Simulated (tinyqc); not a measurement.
Mass anisotropy: shallow donor in an anisotropic valley (effective-mass theory).

One valley: H = -c [(d2/dx2 + d2/dy2)/mt + (d2/dz2)/ml] - q/(eps r), c = hbar^2/2m0, q = e^2/(4 pi eps0). Trial function exp(-sqrt((x^2 + y^2)/a^2 + z^2/b^2)) with a > b: T = (c/3)(2/(mt a^2) + 1/(ml b^2)), V = -(q/eps) atan(u/b)/u, u = sqrt(a^2 - b^2). The central cell of the impurity is left out.

Constants: hbar^2/2m0 = 3.80998211 eV angstrom^2; e^2/(4 pi eps0) = 14.39964547 eV angstrom; Ry = 13.60569312 eV; a0 (Bohr radius) = 0.5291772105 angstrom.

Inputs chosen for the exercise (out of a larger set: near those of GaP; not measured data):

| symbol | value | unit | meaning |
|---|---|---|---|
| mt | 0.256 | m0 | transverse mass |
| eps | 10.8 |  | dielectric constant |
| xs | (1.5, 2.5, 2.8, 6.3, 10, 28, 34, 200) |  | ratios ml/mt |

mt and eps fixed, ml varied. Energies in units of Ry*(mt) = Ry mt/eps^2 and lengths in a*(mt) = a0 eps/mt; the last two columns use one mass, 3/(1/ml + 2/mt) or (ml mt^2)^(1/3).

Results:

| ml/mt | a/a* | b/a | binding | conductivity mass | density-of-states mass |
|---|---|---|---|---|---|
| 1.50 | 0.920 | 0.866 | 1.139 | 1.125 | 1.145 |
| 2.50 | 0.835 | 0.723 | 1.322 | 1.250 | 1.357 |
| 2.80 | 0.818 | 0.694 | 1.364 | 1.273 | 1.409 |
| 6.30 | 0.718 | 0.523 | 1.666 | 1.390 | 1.847 |
| 10.0 | 0.674 | 0.446 | 1.839 | 1.429 | 2.154 |
| 28.0 | 0.598 | 0.313 | 2.206 | 1.474 | 3.037 |
| 34.0 | 0.586 | 0.293 | 2.272 | 1.478 | 3.240 |
| 200 | 0.512 | 0.160 | 2.789 | 1.496 | 5.848 |

The binding grows from 1.14 to 2.79 Ry*(mt); for ml going to infinity the exact problem becomes two-dimensional, with 4 Ry*. The conductivity mass saturates at 1.5 and underbinds, by 17 % at ml/mt = 6.3; the density-of-states mass errs by +11 % there and by +110 % in the last row. With these mt and eps one unit is 29.86 meV.

Program tinyqc; command `OMP_NUM_THREADS=1 python tinyqc.py 1280120 1280121 out.jsonl`; about 0.01 s on one thread of a shared Intel(R) Xeon(R) Processor @ 2.30GHz.
